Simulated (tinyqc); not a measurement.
Hopping conduction between localised states: one step, computed by the program tinyqc. Command: `OMP_NUM_THREADS=1 python tinyqc.py 3018160 3018161 out.jsonl hop walk`. One thread of a shared host (Intel(R) Xeon(R) Processor @ 2.30GHz), about 0.01 s of CPU time with the checks.

Energies are counted from the Fermi level. A small network shows the mechanism; the laws of an infinite system follow.

Question. Kirchhoff solution. Site 1 is held at potential 1 and site 7 at 0; Kirchhoff's law sum_j G_ij (u_i - u_j) = 0 fixes the others; G = sum_j G_1j (1 - u_j). G_ij = G_0 exp(-s_ij).

Inputs (values chosen for the exercise, for a model amorphous semiconductor): conductance scale G_0 = 1 microsiemens; temperature T = 160 K.

Dimension: 3D.

s_ij:
```
[[0.00000, 3.12986, 6.89977, 7.98509, 11.64906, 12.66212, 13.29490],
 [3.12986, 0.00000, 5.64951, 6.50469, 9.55631, 11.50954, 12.23920],
 [6.89977, 5.64951, 0.00000, 5.39028, 8.37778, 7.70027, 10.06164],
 [7.98509, 6.50469, 5.39028, 0.00000, 6.05386, 7.80546, 8.34053],
 [11.64906, 9.55631, 8.37778, 6.05386, 0.00000, 6.42433, 7.10138],
 [12.66212, 11.50954, 7.70027, 7.80546, 6.42433, 0.00000, 4.14336],
 [13.29490, 12.23920, 10.06164, 8.34053, 7.10138, 4.14336, 0.00000]]
```

Give: potentials; conductance G; -ln(G/G_0).

Answer.

potentials: [1.000, 0.972, 0.771, 0.663, 0.376, 0.068, 0.000]

conductance G = 0.001581 microsiemens

-ln(G/G_0) = 6.450
